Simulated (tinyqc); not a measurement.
Channel direction: nanosheet or nanowire with hard walls, valleys of the Si type.

Six ellipsoidal valleys along the cube axes: inverse mass tensor w = 1/mt + (1/ml - 1/mt) a a^T with a the unit axis. Device axes: x along the channel, z = [001], y = z x x.

Hard walls around a W x H rectangle. The block w_c of w in (y, z) confines; the transport mass follows from 1/m_x = w_xx - w_xc w_c^-1 w_cx. The cross-section problem c (w_yy ky^2 + 2 w_yz ky kz + w_zz kz^2), c = hbar^2/2m0, is solved in products sin(n pi y/W) sin(l pi z/H), n, l = 1 to 12; if w_yz = 0 the levels are c pi^2 (w_yy n^2/W^2 + w_zz l^2/H^2). The w_yz term couples (n, l) to (n', l') by -2 c w_yz D_nn'(W) D_ll'(H) with D_nm(L) = 4 n m/(L (n^2 - m^2)) for n + m odd and 0 otherwise.

Without degeneracy the line density is N1 exp((EF - Ec)/kB T) with N1 = sum 2 g sqrt(m_x kB T/(4 pi c)) exp(-E/kB T), here over n, l up to 80 where w_yz = 0 and over all levels of a 12 x 12 sine basis otherwise; the classical value is W H Nc with Nc = 2 g_all (m_dos kB T/(4 pi c))^(3/2), m_dos = (ml mt^2)^(1/3); dVt = kB T ln(W H Nc/N1).

Constants: hbar^2/2m0 = 3.80998211 eV angstrom^2; kB = 8.617333262e-05 eV/K.

Inputs chosen for the exercise (near those of Si; shifted at random, so the results belong to these values and not to a real crystal): ml = 0.913 m0 (longitudinal mass); mt = 0.187 m0 (transverse mass); T = 77 K (temperature); g_all = 6 (number of valleys); W = 70 angstrom (width, along y); H = 54 angstrom (height, along z = [001]).

The same rectangle along [100] and [110]; groups ordered by w_zz, then w_yy.

Lowest level of each group:
```
channel, group  valleys g   w_yy   w_zz  |w_yz|  m_x (m0)  E (eV)
[100] A                 2  5.348  1.095   0.000     0.187  0.0552
[100] B                 2  1.095  5.348   0.000     0.187  0.0774
[100] C                 2  5.348  5.348   0.000     0.913  0.1100
[110] A                 2  5.348  1.095   0.000     0.187  0.0552
[110] B                 4  3.221  5.348   0.000     0.550  0.0937
```

The lowest subband has m_x = 0.187 m0 and 2 valleys along [100], and 0.187 m0 and 2 valleys along [110]; its edge lies at 0.0552 and 0.0552 eV. These valleys have their axis along z, so turning the channel in the wafer plane leaves them alone; only the higher groups change.

Program tinyqc; command `OMP_NUM_THREADS=1 python tinyqc.py 1280893 1280894 out.jsonl`; about 0.04 s on one thread of a shared Intel(R) Xeon(R) Processor @ 2.30GHz.
